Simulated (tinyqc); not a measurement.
RHF in the sto-3g basis, for BeH2, spin multiplicity 1, step by step. One step of it, computed by the program tinyqc.

Question. Orthogonalisation. S = U s U^T; symmetric (Loewdin) form X = U s^(-1/2) U^T, so that X^T S X = 1.

overlap S:
```
,1Be 1s,1Be 2s,1Be 2px,1Be 2py,1Be 2pz,2H 1s,3H 1s
1Be 1s,1.000000,0.259517,0.000000,0.000000,0.000000,0.036368,0.036689
1Be 2s,0.259517,1.000000,0.000000,0.000000,0.000000,0.347189,0.348612
1Be 2px,0.000000,0.000000,1.000000,0.000000,0.000000,0.000000,0.000000
1Be 2py,0.000000,0.000000,0.000000,1.000000,0.000000,0.432095,-0.433446
1Be 2pz,0.000000,0.000000,0.000000,0.000000,1.000000,0.000000,0.000000
2H 1s,0.036368,0.347189,0.000000,0.432095,0.000000,1.000000,0.010249
3H 1s,0.036689,0.348612,0.000000,-0.433446,0.000000,0.010249,1.000000
```

Give: eigenvalues of S; X.

Answer.

eigenvalues of S: 0.3828  0.4679  0.9597  1.0000  1.0000  1.5826  1.6070

X:
```
,1Be 1s,1Be 2s,1Be 2px,1Be 2py,1Be 2pz,2H 1s,3H 1s
1Be 1s,1.0285,-0.1494,0.0000,0.0000,0.0000,0.0207,0.0207
1Be 2s,-0.1494,1.1432,0.0000,-0.0007,0.0000,-0.2097,-0.2111
1Be 2px,0.0000,0.0000,1.0000,0.0000,0.0000,0.0000,0.0000
1Be 2py,0.0000,-0.0007,0.0000,1.1991,0.0000,-0.2918,0.2932
1Be 2pz,0.0000,0.0000,0.0000,0.0000,1.0000,0.0000,0.0000
2H 1s,0.0207,-0.2097,0.0000,-0.2918,0.0000,1.1552,-0.0501
3H 1s,0.0207,-0.2111,0.0000,0.2932,0.0000,-0.0501,1.1567
```
